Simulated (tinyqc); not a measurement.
Pump-down curve: gas flow in a process chamber: flow regimes, conductance, effective pumping speed, pump-down, outgassing and purge. Computed by tinyqc, a small Python program. Command: `OMP_NUM_THREADS=1 python tinyqc.py 3121174 3121175 out.jsonl pump walk`. One thread of a shared host (Intel(R) Xeon(R) Processor @ 2.30GHz), about 0.09 s of CPU time with the checks.

Ideal gas, isothermal flow, a pump of constant speed at the end of a round pipe; process gas, volume gas and outgassing are given the same properties. 1 sccm = 101325 Pa x 1e-6 m^3/60 s x T/273.15 K.

Inputs (values chosen for the exercise, modelled on oxygen near room temperature):

| quantity | value | unit |
|---|---|---|
| molar mass M | 32 | g/mol |
| molecular diameter | 0.36 | nm |
| viscosity eta | 20.6 | micropascal s |
| temperature T | 300 | K |
| chamber volume V | 34 | L |
| wall area | 2.2 | m^2 |
| pipe diameter d | 16 | cm |
| pipe length l | 50 | cm |
| pump speed S | 600 | L/s |
| outgassing rate after 1 h | 4e-06 | Pa m^3/(s m^2) |
| outgassing exponent n | 1 | - |
| starting pressure p0 | 530 | Pa |

Constants: k_B = 1.380649e-23 J/K; u = 1.6605390666e-27 kg.

Method:
- Mean speed c = sqrt(8 k_B T/(pi m)); aperture conductance C_a = c pi d^2/16; molecular pipe C_m = C_a/(1 + 3 l/(4 d)) (Dushman form); viscous pipe C_v = pi d^4 p_mean/(128 eta l); Knudsen interpolation C = C_v + C_m (1 + x)/(1 + 1.24 x), x = d p_mean sqrt(m/(k_B T))/eta.
- Effective speed 1/S_eff = 1/S + 1/C_m; time constant V/S_eff; pressure at which the free path k_B T/(sqrt2 pi d_m^2 p) equals d.
- Pump-down: V dp/dt = -S_eff(p) p + q(t) A, with S_eff = S p_2/p, where p_2 solves C((p + p_2)/2) (p - p_2) = S p_2 at each moment, and q(t) = q_1 (1 h/(t + 10 s))^n; integrated adaptively. At long times p = q(t) A/S_eff.
- S_eff(p) is tabulated at 260 pressures and interpolated in ln p. Comparison columns: p0 exp(-t/time constant) with the molecular S_eff (0 below 1e-26 p0), and the outgassing limit.

time constant = 0.107432 s

S_eff in molecular flow = 316.478 L/s

Pressure against time:

| t (s) | p (Pa) | S_eff (L/s) | volume gas only (Pa) | outgassing limit (Pa) |
|---|---|---|---|---|
| 0.3 | 3.0159e+00 | 535.67 | 3.2473e+01 | 9.7186e-03 |
| 1 | 1.1465e-02 | 312.78 | 4.8060e-02 | 9.1002e-03 |
| 3 | 7.8375e-03 | 313.59 | 3.9518e-10 | 7.7001e-03 |
| 10 | 5.0658e-03 | 314.41 | 0 | 5.0051e-03 |
| 30 | 2.5184e-03 | 315.34 | 0 | 2.5025e-03 |
| 100 | 9.1217e-04 | 316.04 | 0 | 9.1002e-04 |
| 300 | 3.2318e-04 | 316.32 | 0 | 3.2291e-04 |
| 1000 | 9.9136e-05 | 316.43 | 0 | 9.9111e-05 |
| 3600 | 2.7731e-05 | 316.46 | 0 | 2.7729e-05 |
| 20000 | 5.0026e-06 | 316.48 | 0 | 5.0026e-06 |
| 100000 | 1.0009e-06 | 316.48 | 0 | 1.0009e-06 |

What follows from these numbers?

From t = 3 s on the pressure is within 20 % of the outgassing limit, which falls only as (t + 10 s)^-1: walls, not volume, set the time to base pressure. Early on viscous flow raises S_eff to 536 L/s, 1.7 times its molecular value.
